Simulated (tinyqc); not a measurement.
# Trap density from one capacitance

Problem. Traps spread evenly through the insulator exchange electrons with the semiconductor by tunnelling, with tau(x) = t0 exp(2 ka x) at depth x from the interface. The admittance per area Y seen at depth x obeys dY/dx = -Y^2/(i w eps0 eox) + q Nb ln(1 + i w tau)/tau, with Y(0) = i w Cs and w = 2 pi f; the gate sees Y(tox) = G + i w C. Working variable y = Y/(i w), in uF/cm^2. Cox = eps0 eox/tox. Find Nb and G/w.

Parameters, values chosen for the exercise:
```
symbol  value     unit                                               meaning
eox      8.14                         relative permittivity of the insulator
tox       8.6       nm                                   insulator thickness
Cs        1.3  uF/cm^2             semiconductor capacitance in accumulation
ka        3.5     1/nm  decay constant of the wave function in the insulator
t0      4e-10        s              time constant of a trap at the interface
f         1e6       Hz                                             frequency
```

Constants: q = 1.602176634e-19 C, eps0 = 8.8541878128e-14 F/cm where lengths are in cm. Results are converted to the units shown.

C = 0.59261660 uF/cm^2

Solution. C rises steadily with Nb, so one density matches; in practice ka and t0 must come from the frequency dependence.

Nb = 3.500e19 cm^-3 eV^-1
G/w = 0.01785 uF/cm^2

tinyqc, about 0.6 s, one thread, Intel Xeon 2.30GHz (shared host): `OMP_NUM_THREADS=1 python tinyqc.py 2202221 2202222 out.jsonl`
